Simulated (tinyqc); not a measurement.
What each parameter does: shallow donor in an anisotropic valley (effective-mass theory).

One valley: H = -c [(d2/dx2 + d2/dy2)/mt + (d2/dz2)/ml] - q/(eps r), c = hbar^2/2m0, q = e^2/(4 pi eps0). Trial function exp(-sqrt((x^2 + y^2)/a^2 + z^2/b^2)) with a > b: T = (c/3)(2/(mt a^2) + 1/(ml b^2)), V = -(q/eps) atan(u/b)/u, u = sqrt(a^2 - b^2). The central cell of the impurity is left out.

Constants: hbar^2/2m0 = 3.80998211 eV angstrom^2; e^2/(4 pi eps0) = 14.39964547 eV angstrom.

Inputs chosen for the exercise (out of a larger set: near those of AlAs; not measured data):
```
symbol  value  unit  meaning
ml      1.109  m0    longitudinal mass
mt      0.197  m0    transverse mass
eps     9.8          dielectric constant
```

The minimum of the trial energy.

One parameter was then changed.

Results before and after:
```
case,E (meV),a (angstrom),b (angstrom),b/a
base,-45.33,19.23,10.46,0.544
changed,-41.74,21.07,11.04,0.524
```

Which of these changes was made? (a) mt = 0.177 m0; (b) eps = 8.8; (c) ml = 0.887 m0.
Answer: (a) mt = 0.177 m0. Of the candidates, run in turn, only this one gives the changed row.

All candidates:
```
case,E (meV),a (angstrom),b (angstrom),b/a
base,-45.33,19.23,10.46,0.544
ml = 0.887 m0,-42.99,19.90,11.70,0.588
mt = 0.177 m0,-41.74,21.07,11.04,0.524
eps = 8.8,-56.22,17.27,9.39,0.544
```

eps only rescales the solution (E as 1/eps^2, lengths as eps), so b/a depends on ml/mt alone.

Program tinyqc; command `OMP_NUM_THREADS=1 python tinyqc.py 1282323 1282324 out.jsonl`; about 0.01 s on one thread of a shared Intel(R) Xeon(R) Processor @ 2.30GHz.
